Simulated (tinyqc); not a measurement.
Pair of shallow donors (hydrogen-like orbitals): one step. Detuning by a gate. Three cases, with inputs chosen for the exercise.

Task: Two-level picture for one electron: with detuning u = dV D the splitting is sqrt(D^2 + u^2) and the lower state has weight (1 + u/sqrt(D^2 + u^2))/2 on the lower donor; the field needed is u/(e R), 1 meV/angstrom = 100 kV/cm.

Case 1.

Values chosen (out of a larger set: near those of two donors in GaN; not measured data): dV = 0.57 D (detuning between the donors, in units of D).

D = 3.11196 meV
R = 118.0000 angstrom

Case 2.

Values chosen (out of a larger set: near those of two donors in GaN; not measured data): dV = 1.5 D (detuning between the donors, in units of D).

D = 10.6855 meV
R = 81.0000 angstrom

Case 3.

Values chosen (out of a larger set: near those of two donors in Si; not measured data): dV = 0.22 D (detuning between the donors, in units of D).

D = 0.400010 meV
R = 99.1064 angstrom

Give: splitting; weight; field.

Result:

Case 1.

splitting = 3.582 meV
weight = 0.748
field = 1.50 kV/cm

Case 2.

splitting = 19.26 meV
weight = 0.916
field = 19.8 kV/cm

Case 3.

splitting = 0.4096 meV
weight = 0.607
field = 0.0888 kV/cm

Computed by tinyqc, one run a case: `OMP_NUM_THREADS=1 python tinyqc.py N N+1 out.jsonl` with N = 1252755, 1280281, 1280999; one thread of a shared Intel(R) Xeon(R) Processor @ 2.30GHz, about 0.01 s a run at most.
